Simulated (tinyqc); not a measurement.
Cabrera-Mott growth of a thin oxide under its own electric field: one step, computed by the program tinyqc. Command: `OMP_NUM_THREADS=1 python tinyqc.py 3030754 3030755 out.jsonl cabrera walk`. One thread of a shared host (Intel(R) Xeon(R) Processor @ 2.30GHz), about 0.01 s of CPU time with the checks.

Electrons cross the film freely and set a fixed potential V across it; the field V/x lowers the barrier for ions entering the oxide.

Problem. Thickness after time t. u = u0 exp(-W/(k_B T)), X1 = z b V/(k_B T) with V in volts and k_B T in eV; dx/dt = u exp(X1/x). t(x) = int_(x0)^x dx / (dx/dt) by Gauss-Legendre quadrature (80 points on each side of (x0 + 2 x)/3), solved for x.

Inputs (values chosen for the exercise, for a model metal):
```
quantity               value      unit
Mott potential V         1.4         V
temperature T            200         K
starting thickness x0    2.9  angstrom
time t                 65000         s
```

Backward hops: ignored.

u = 7.520944e-30 angstrom/s

X1 = 178.7096 angstrom

Give: thickness x; rate at time t; field at time t.

Solution.

thickness x = 3.360 angstrom

rate at time t = 9.374e-07 angstrom/s

field at time t = 41.66 MV/cm

X1/x = 53.2: the field term still rules. Caution: the starting field or rate is formal: the first layers form as fast as oxygen arrives.
